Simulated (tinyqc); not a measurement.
Input admittance of a MOSFET at zero drain bias: distributed channel and distributed gate: two steps of the calculation.

Source and drain grounded, strong inversion, w = 2 pi f, Cox = eps0 eox/tox. The channel is an RC line of resistance 1/(mu Cox Vo) per square fed from both ends, so one finger has the intrinsic admittance y = i w Cox L tanh(g)/g per width, g = (1/2) sqrt(i w tau), tau = L^2/(mu Vo). The vertical resistance rv/L is in series with y, the overlaps 2 i w Cov in parallel: y_t = 1/(1/y + rv/L) + 2 i w Cov. The gate strip is a line of Rsh/L per length loaded by y_t, so a finger has Y = y_t Wf tanh(k)/k, k = (Wf/sd) sqrt(y_t Rsh/L); the device has Nf Y.

Inputs (values chosen for the exercise); values of the order met in silicon radio-frequency transistors: relative permittivity of the gate insulator (close to silicon dioxide) eox = 3.9; insulator thickness tox = 7.7 nm; channel length L = 0.23 um; finger width Wf = 5.9 um; number of fingers Nf = 64; channel mobility mu = 220 cm^2/(V s); gate overdrive Vo = 0.53 V; sheet resistance of the gate Rsh = 35 ohm/square; vertical resistivity of the gate stack rv = 4.5 ohm um^2; number of ends at which a finger is contacted sd = 1; overlap and fringe capacitance on each side Cov = 0.4 fF/um; frequency f = 5.9 GHz.

Constants: eps0 = 8.8541878128e-14 F/cm where lengths are in cm. Results are converted to the units shown.

Problem 1. Low-frequency resistances and capacitance. Low-frequency limits, with c = Cox L and ct = c + 2 Cov: R_strip = Rsh Wf/(3 sd^2 L Nf), R_ch = (c/ct)^2 L/(12 mu Cox Vo Wf Nf), R_vert = (c/ct)^2 rv/(L Wf Nf), C = ct Wf Nf.

Find: parts; sum; C; 1/(2 pi R C).

Solution 1.

parts (ohm): strip 4.676, channel 0.3079, vertical 0.01643
sum = 5.001 ohm
C = 691.6 fF
1/(2 pi R C) = 46.02 GHz

The strip term is the largest, 93.5 % of the sum.

Problem 2. Input impedance of the device. k and Y as defined; Z = 1/(Nf Y) = R + 1/(i w C); Q = |Im Z|/R; signal at the point farthest from a contact |1/cosh k|.

y_t = 0.564340+67.883671i uS/um

Find: k; Nf Y; R; C; Q; signal at the far point.

Solution 2.

k = 0.42579+0.42226i
Nf Y = 3.212+25.151i mS
R = 4.9957 ohm
C = 689.53 fF
Q = 7.8310
signal at the far point = 0.98794

Program tinyqc, `OMP_NUM_THREADS=1 python tinyqc.py 2262165 2262166 out.jsonl`; Intel Xeon 2.30GHz, shared host, one thread, about 0.01 s.
